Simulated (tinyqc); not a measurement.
From one set of inputs to another, one input at a time: Froehlich polaron in a polar crystal. Computed by tinyqc, a small Python program. Command: `OMP_NUM_THREADS=1 python tinyqc.py 3023727 3023728 out.jsonl frohlich ladder`. One thread of a shared host (Intel(R) Xeon(R) Processor @ 2.30GHz), about 0.1 s of CPU time with the checks.

One electron in a parabolic band of mass m*, coupled to dispersionless LO phonons in the continuum model. Energies are in units of hbar omega unless marked, wave numbers in k_0 = sqrt(2 m* omega/hbar).

The inputs printed are set A. Inputs not listed in the table keep their values of set A, so the rows need not describe a real material.

Inputs (values chosen for the exercise, for a model crystal): band mass m* = 1.1 m_0; LO phonon energy hbar omega = 91.4 meV; eps_inf = 6.38; static dielectric constant eps_s = 17.5; temperature T = 100 K.

Constants: hbar^2/(2 m_0) = 3.80998212 eV angstrom^2; e^2/(4 pi eps_0) = 14.39964548 eV angstrom; k_B = 8.617333262e-05 eV/K; hbar = 6.582119569e-16 eV s; e = 1.602176634e-19 C; m_0 = 9.1093837015e-31 kg.

Method:
- 1/eps* = 1/eps_inf - 1/eps_s; k_0 = sqrt(2 m* omega/hbar) = sqrt(m* hbar omega / (hbar^2/(2 m_0))) with m* in m_0; alpha = (e^2/(4 pi eps_0)) k_0/(2 eps* hbar omega); polaron length 1/k_0.
- Feynman's bound: E(v, w) = 3 (v - w)^2/(4 v) - (alpha v/sqrt(pi)) int_0^infinity e^-u D(u)^(-1/2) du, D = w^2 u + ((v^2 - w^2)/v)(1 - e^(-v u)); integrals by 80 Gauss-Legendre points in s from 0 to 1 with u = 40 s^2.
- Minimise over v > w > 0 (simplex search); mass m_p/m* = 1 + (alpha v^3/(3 sqrt(pi))) int u^2 e^-u D^(-3/2) du.
- Scattering by absorption of an LO phonon: 1/tau = 2 alpha omega n, n = 1/(exp(hbar omega/(k_B T)) - 1); mu = e tau/m*, the weak-coupling result for k_B T well below hbar omega.

Each row keeps all changes above it:
```
input moved                        from     to  polaron energy, Feynman (meV)  m_p/m*, Feynman  mobility (cm^2/(V s))
set A                                 -      -                        -118.45            1.262             1.8249e+05
static dielectric constant eps_s   17.5   7.93                         -36.01            1.069             5.9326e+05
temperature T (K)                   100    400                         -36.01            1.069             1.9352e+02
band mass m* (m_0)                  1.1  0.274                         -17.93            1.034             1.5566e+03
eps_inf                            6.38   4.98                         -43.87            1.086             6.3841e+02
LO phonon energy hbar omega (meV)  91.4   41.8                         -29.75            1.131             1.6925e+02
```

Polaron energy, Feynman goes from -118 to -29.8, +88.7 in all. The largest single move comes from static dielectric constant eps_s (+82.4), and eps_inf works against it (-25.9). m_p/m*, Feynman goes from 1.26 to 1.13, a factor 0.896 in all. The largest single move comes from static dielectric constant eps_s (a factor 0.847), and eps_inf works against it (a factor 1.05). Mobility goes from 182000 to 169, a factor 9.27e-4 in all. The largest single move comes from temperature T (a factor 3.26e-4), and band mass m* works against it (a factor 8.04). The single moves hold for this order of the switches; the total does not depend on the order.

Caution (rows set A, static dielectric constant eps_s): LO phonons are so rare at this T that impurities and acoustic phonons, left out here, limit the real mobility. Caution (rows temperature T, band mass m*, eps_inf, LO phonon energy hbar omega): this mobility formula holds for weak coupling and k_B T well below hbar omega, and it leaves out all other scattering.

Extremes, crossings and ranges named in words are read from the listed rows.
